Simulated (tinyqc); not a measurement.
Stress in a transistor channel from embedded alloy regions, liners and fins, by half-space elasticity: one step, computed by the program tinyqc. Command: `OMP_NUM_THREADS=1 python tinyqc.py 3026844 3026845 out.jsonl stressor walk`. One thread of a shared host (Intel(R) Xeon(R) Processor @ 2.30GHz), about 0.01 s of CPU time with the checks.

Plane strain in an isotropic half-space, the same constants everywhere; x along the channel from its centre, y downwards from the free surface; stress is positive in tension.

Problem. Closed form at the surface. At x = y = 0 the integral is s_xx = -(4/pi) [E e/(1 - nu)] [arctan(2 d/L) - arctan(d/(L/2 + S))].

Inputs (values chosen for the exercise, modelled on silicon):
```
quantity,value,unit
Young's modulus E,171,GPa
Poisson ratio nu,0.28,-
channel length L,114,nm
length of each stressor S,30,nm
recess depth d,40,nm
```

Stressor: Si(1-x)C(x) source and drain.

misfit e = -0.010419

Give: s_xx at the surface.

Solution.

s_xx at the surface = 570.12 MPa

For fixed L and S it is largest at d = sqrt((L/2)(L/2 + S)) = 70.4 nm; d is short of that.
